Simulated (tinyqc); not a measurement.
# Electron continuity equation in a given potential, Scharfetter-Gummel discretisation, step by step

Numbers from tinyqc (`OMP_NUM_THREADS=1 python tinyqc.py 2220065 2220066 out.jsonl`; about 0.01 s on one thread of a shared Intel Xeon 2.30GHz). Printed values are rounded.

Steady state in one dimension: J = q mu n E + q D dn/dx with E = -dpsi/dx and D = mu Vt, dJ/dx = 0, fixed densities nL and nR at the ends. The potential is given, psi = U (x/L)^2, and is not changed by the electrons.

Parameters, values chosen for the exercise; mobility close to that of cadmium telluride at room temperature:
```
symbol   value        unit                               meaning
T          300           K                           temperature
mu        1020  cm^2/(V s)                     electron mobility
L         0.23          um                  length of the region
nL      6.9e14       cm^-3                      density at x = 0
nR      9.4e15       cm^-3                      density at x = L
U         0.31           V  potential difference psi(L) - psi(0)
```

Constants: q = 1.602176634e-19 C, kB = 1.380649e-23 J/K, Vt = kB T/q. Results are converted to the units shown.

Range of the model: The drift velocity mu E exceeds 1e7 cm/s somewhere, where real mobilities no longer stay constant.

## Potential on the mesh

12 equal intervals, h = L/12; psi = U (x/L)^2.

psi, node 0 to 12 (V): 0.000000  0.002153  0.008611  0.019375  0.034444  0.053819  0.077500  0.105486  0.137778  0.174375  0.215278  0.260486  0.310000

## Bernoulli factors

d_i = (psi_(i+1) - psi_i)/Vt; B(d) = d/(exp(d) - 1), B(0) = 1. The flux on interval i is J_i = (q D/h) [n_(i+1) B(d_i) - n_i B(-d_i)].

```
interval      d_i    B(d_i)  B(-d_i)
0         0.08327  0.958941  1.04221
1         0.24982  0.880286  1.13011
2         0.41637  0.806222  1.22259
3         0.58291  0.736700  1.31961
4         0.74946  0.671646  1.42110
5         0.91600  0.610961  1.52697
6         1.08255  0.554528  1.63708
7         1.24910  0.502211  1.75131
8         1.41564  0.453857  1.86950
9         1.58219  0.409300  1.99149
10        1.74874  0.368362  2.11710
11        1.91528  0.330857  2.24614
```

The largest |d_i| is 1.92, below 2, so central differences would also keep densities positive.

## Tridiagonal system for the inner nodes

Row i (1 to 11): B(-d_(i-1)) n_(i-1) + b_i n_i + B(d_i) n_(i+1) = f_i with b_i = -B(-d_i) - B(d_(i-1)) and f_i = 0; the known end values are moved to the right: f_1 loses B(-d_0) nL and f_11 loses B(d_11) nR. h = L/12, D = mu Vt.

```
node  diagonal b  right side f (cm^-3)
1       -2.08905           -7.19128e14
2       -2.10287                     0
3       -2.12583                     0
4       -2.15780                     0
5       -2.19861                     0
6       -2.24804                     0
7       -2.30584                     0
8       -2.37171                     0
9       -2.44535                     0
10      -2.52640                     0
11      -2.61450           -3.11005e15
```

## Densities and current

B(d_i) and B(-d_i) are the Bernoulli factors of the potential steps, b and f the diagonal and right side. Solve B(-d_(i-1)) n_(i-1) + b_i n_i + B(d_i) n_(i+1) = f_i (end values already in f), then J_i = (q D/h) [n_(i+1) B(d_i) - n_i B(-d_i)], h = L/12, D = mu Vt.

n, node 0 to 12 (cm^-3): 6.9e14  5.12373e14  3.99010e14  3.22531e14  2.68527e14  2.29007e14  1.99512e14  1.78213e14  1.67885e14  1.89637e14  3.66158e14  1.48604e15  9.4e15
J, interval 0 to 11 (A/cm^2): -502.109  -502.109  -502.109  -502.109  -502.109  -502.109  -502.109  -502.109  -502.109  -502.109  -502.109  -502.109

Without sources J is the same on every interval. Against a mesh 200 times finer the densities are off by at most 0.040 % of their local values.
